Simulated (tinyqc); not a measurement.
Admittance spectroscopy of a deep trap: admittance against temperature.

Schottky contact on an n-type layer with shallow donors Nd (all ionised) and a donor-like deep trap, neutral when filled and positive when empty; depletion approximation. Traps within lam of the depletion edge stay filled. The traps at xt = W - lam, where the level crosses the Fermi level, follow a slow signal and not a fast one. w = 2 pi f.

Emission rate en = sn vth(T) Nc(T) exp(-Et/kB T) = sn g T^2 exp(-Et/kB T), g = vth Nc/(300 K)^2, as vth goes as T^0.5 and Nc as T^1.5 (degeneracy factor 1). lam = sqrt(2 eps0 eps_r (EF - ET)/(q Nd)), EF - ET = Et - (kB T/q) ln(Nc(T)/Nd), Nc(T) = Nc (T/300 K)^1.5. In the steady state at the band bending V, 2 eps0 eps_r V/q = Nd W^2 + Nt (W - lam)^2 (the second term only if W > lam). V = Vbi + Vr. C_HF = eps0 eps_r/W, C_LF = eps0 eps_r (Nd + Nt)/(Nd W + Nt xt). Inflection frequency w0 = 2 en [1 + Nt xt/(Nd W)]; C = C_HF + (C_LF - C_HF)/(1 + (w/w0)^2), G/w = (C_LF - C_HF)(w/w0)/(1 + (w/w0)^2).

Parameters, values chosen for the exercise; material values close to those of silicon: relative permittivity eps_r = 11.6; conduction-band density of states at 300 K Nc = 2.85e19 cm^-3; thermal velocity at 300 K vth = 2.4e7 cm/s; shallow donor density Nd = 5.5e15 cm^-3; built-in voltage Vbi = 0.72 V; depth of the trap below the conduction edge Et = 0.3 eV; capture cross-section sn = 8.1e-15 cm^2; trap density Nt = 5.3e14 cm^-3; reverse bias Vr = 0 V; signal frequency f = 6800 Hz.

Constants: q = 1.602176634e-19 C, kB = 1.380649e-23 J/K, eps0 = 8.8541878128e-14 F/cm where lengths are in cm. Results are converted to the units shown.

Admittance against temperature:
```
T (K)  w0/(2 pi) (Hz)  C (nF/cm^2)  G/w (nF/cm^2)
155             86.61        25.33        0.01580
162             249.9        25.34        0.04490
170             757.1        25.37         0.1323
177              1846        25.44         0.2997
185              4724        25.75         0.5456
192           1.011e4        26.17         0.5304
200           2.268e4        26.42         0.3090
208           4.796e4        26.48         0.1530
215           8.844e4        26.49        0.08258
223           1.702e5        26.48        0.04214
230           2.915e5        26.47        0.02414
```

Read the table: what changes, and by how much?

G/w goes from 0.0158 through a maximum of 0.546 (at T = 185 K among the rows listed) to 0.0241 nF/cm^2, where w0 passes the signal: w0/(2 pi) rises from 86.6 to 2.91e5 Hz. C rises from 25.3 to 26.5 nF/cm^2.

Program tinyqc, `OMP_NUM_THREADS=1 python tinyqc.py 2050126 2050127 out.jsonl`; Intel Xeon 2.30GHz, shared host, one thread, about 0.01 s.
